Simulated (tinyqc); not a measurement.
## MOS capacitor on an n-type substrate, surface potential from the exact charge relation: effect of the donor density of the substrate on threshold and swing

Uniform n-type substrate, Boltzmann statistics, full ionisation, classical densities. psi is the surface potential against the body (positive when the bands bend down) and u = -psi/Vt. Traps are spread evenly over the gap and neutral at flat band, so their charge is -q Dit psi; the minority quasi-Fermi level is shifted by Vb.

ni = sqrt(Nc Nv) exp(-Eg/(2 Vt)), Eg in volts; phiF = Vt ln(N/ni); Cox = eps0 eox/tox; Vfb = phiM - chi - Vt ln(Nc/N) - q Nf/Cox; VT = Vfb - [(2 phiF + Vb)(1 + q Dit/Cox) + sqrt(2 eps0 eps_r q N (2 phiF + Vb))/Cox]. gamma = sqrt(2 eps0 eps_r q N)/Cox; Wm = sqrt(2 eps0 eps_r (2 phiF + Vb)/(q N)); m = 1 + (eps0 eps_r/Wm + q Dit)/Cox; swing m Vt ln 10; Cmin/Cox = 1/(1 + Cox Wm/(eps0 eps_r)).

Parameters, values chosen for the exercise; band and dielectric values close to those of gallium nitride:
```
symbol,value,unit,meaning
T,300,K,temperature
Eg,3.43,eV,band gap
eps_r,9.65,,relative permittivity
Nc,2.31e18,cm^-3,conduction-band density of states at T
Nv,4.57e19,cm^-3,valence-band density of states at T
chi,4.16,eV,electron affinity
eox,8.76,,relative permittivity of the gate insulator (close to aluminium oxide)
tox,29,nm,insulator thickness
phiM,4.39,eV,gate work function
Nf,0,cm^-2,"fixed charge at the interface, in units of q"
Dit,0,cm^-2 eV^-1,density of interface traps
Vb,0.5,V,reverse bias of the inversion layer against the body
```

Constants: q = 1.602176634e-19 C, kB = 1.380649e-23 J/K, Vt = kB T/q, eps0 = 8.8541878128e-14 F/cm where lengths are in cm. Results are converted to the units shown.

Effect of the donor density of the substrate on threshold and swing:
```
N (cm^-3)	Vfb (V)	2 phiF (V)	gamma (V^0.5)	VT (V)	Wm (nm)	m	swing (mV/decade)	Cmin/Cox
1e15	0.02978	2.952	0.06187	-3.538	1919	1.017	60.52	0.01638
2.4e15	0.05241	2.998	0.09584	-3.624	1247	1.026	61.05	0.02498
5.8e15	0.07522	3.043	0.1490	-3.749	807.2	1.040	61.88	0.03807
1.4e16	0.09800	3.089	0.2315	-3.929	522.9	1.061	63.16	0.05758
3.3e16	0.1202	3.133	0.3554	-4.190	342.7	1.093	65.08	0.08528
8e16	0.1431	3.179	0.5533	-4.597	221.5	1.144	68.11	0.1261
1.9e17	0.1654	3.224	0.8528	-5.204	144.6	1.221	72.68	0.1810
4.6e17	0.1883	3.269	1.327	-6.157	93.49	1.342	79.87	0.2547
```

What does the table show?

As N goes from 1e15 to 4.6e17, VT falls from -3.54 to -6.16 V, the swing rises from 60.5 to 79.9 mV/decade and Cmin/Cox rises from 0.0164 to 0.255. Of the change of VT by -2.62 V, 0.159 V comes from Vfb and -2.78 V from the band bending and the charge it takes. gamma goes as N^(0.50) and Wm as N^(-0.49); phiF, which grows slowly with N, keeps the latter from -1/2.

Computed by the program tinyqc: `OMP_NUM_THREADS=1 python tinyqc.py 2060115 2060116 out.jsonl`, one thread of a shared Intel Xeon 2.30GHz, about 0.01 s for the whole run.
